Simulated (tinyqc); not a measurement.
Comparisons within one model: finite square well with mass mismatch (envelope functions). A value that a table varies takes the place of the one given here.

A square well of width L and depth V0, mass mw inside and mb outside, energies from the bottom of the well, c = hbar^2/2m0. k = sqrt(mw E/c), kappa = sqrt(mb (V0 - E)/c). psi and psi'/m are continuous at the walls (BenDaniel-Duke), so level n solves k L + 2 atan[(k/mw)/(kappa/mb)] = n pi.

Non-parabolic bands: mw is replaced by mw (1 + alpha_w E) and mb by mb (1 - alpha_b (V0 - E)), in k, kappa and the matching condition alike.

Constants: hbar^2/2m0 = 3.80998211 eV angstrom^2.

Values chosen for the exercise (near those of the heavy valleys of a Si film in SiO2; not measured data):
- V0 = 3.125 eV (barrier height)
- mw = 0.912 m0 (mass in the well)
- mb = 0.511 m0 (mass in the barrier)
- Ls = (8, 12, 18, 27, 40, 61, 91) angstrom (widths)
- L = 66 angstrom (well width)
- alpha_w = 0.54 1/eV (non-parabolicity in the well)
- alpha_b = 0.16 1/eV (non-parabolicity in the barrier)

## Width of the well

Levels against L, beside the infinite well E1(hard) = c (pi/L)^2/mw; Pb is the probability of level 1 in the barriers; a dash marks an unbound level.

Levels:
```
L (angstrom),bound levels,E1 (eV),E2 (eV),E1(hard) (eV),Pb
8,3,0.4284,1.6111,0.6442,0.027
12,4,0.2174,0.8532,0.2863,0.009
18,5,0.1057,0.4203,0.1273,0.003
27,8,0.0499,0.1993,0.0566,0.001
40,12,0.0237,0.0946,0.0258,0.000
61,17,0.0105,0.0419,0.0111,0.000
91,26,0.0048,0.0192,0.0050,0.000
```

What does this show, and why?

The infinite well overestimates E1 by a factor 1.50 at 8 angstrom and 1.04 at 91 angstrom. The local exponent d ln E1/d ln L goes from -1.67 (first two rows) to -1.95 (last two), towards the -2 of hard walls, as Pb falls from 0.027 to 0.000. E2 - E1 is largest at 8 angstrom of the widths listed. Non-parabolicity, which grows with the level, already counts at a few tenths of an eV, and levels above about 0.5 eV lie beyond a parabolic band.

## Levels of description

The same well five ways. mb = mw: the barrier takes the mass of the well. psi' continuous: kappa holds mb but the condition drops the masses, k L + 2 atan(k/kappa) = n pi. The last column is measured against BenDaniel-Duke.

Levels (eV):
```
model,E1,E2,E3,E1 - E1(BDD) (meV)
infinite walls,0.0095,0.0379,0.0852,0.5
mb = mw,0.0088,0.0353,0.0795,-0.2
BenDaniel-Duke,0.0090,0.0359,0.0809,0.0
psi' continuous,0.0086,0.0346,0.0778,-0.3
non-parabolic,0.0091,0.0358,0.0788,0.1
```

How do the results move?

Hard walls put E1 0.5 meV too high. Ignoring the mass step moves it by -0.2 meV and the wrong matching by -0.3 meV: with mb/mw = 0.56, continuity of psi'/m lets the slope outside be 0.56 times the slope inside, which acts like a harder wall. Non-parabolicity shifts E1 by +0.1 meV, the balance of a heavier mass in the well, which lowers it, and a lighter mass deep in the barrier, which hardens the wall. Among the finite wells the largest departure in E1 is that of the model 'psi' continuous'.

## What each parameter does

Parabolic bands. Pb is the probability of level 1 in the barriers, (A^2/kappa)/(A^2/kappa + L/2 + sin(kL)/(2k)) with A = cos(kL/2). Each row changes one parameter from the base and keeps the others.

Results:
```
case,E1 (eV),bound levels,Pb,V0 - E1 (eV)
base,0.0090,19,0.0001,3.1160
L = 59 angstrom,0.0112,17,0.0001,3.1138
V0 = 3.594 eV,0.0090,20,0.0001,3.5850
mw = 0.8208 m0,0.0099,18,0.0001,3.1151
mb = 0.6388 m0,0.0089,19,0.0001,3.1161
```

How do the results move?

The largest shifts from the base row, up to three for each result and ties (the steps differ in size, so this ranks the rows, not the parameters). E1 (eV): L +0.0022, mw +0.0009, mb -0.0001; unchanged at the printed digits by V0. bound levels: L -2, V0 +1, mw -1; unchanged at the printed digits by mb. Pb: unchanged at the printed digits by L, V0, mw and mb. V0 - E1 (eV): V0 +0.4690, L -0.0022, mw -0.0009.

Program tinyqc; command `OMP_NUM_THREADS=1 python tinyqc.py 1250832 1250833 out.jsonl`; about 0.01 s on one thread of a shared Intel(R) Xeon(R) Processor @ 2.30GHz.
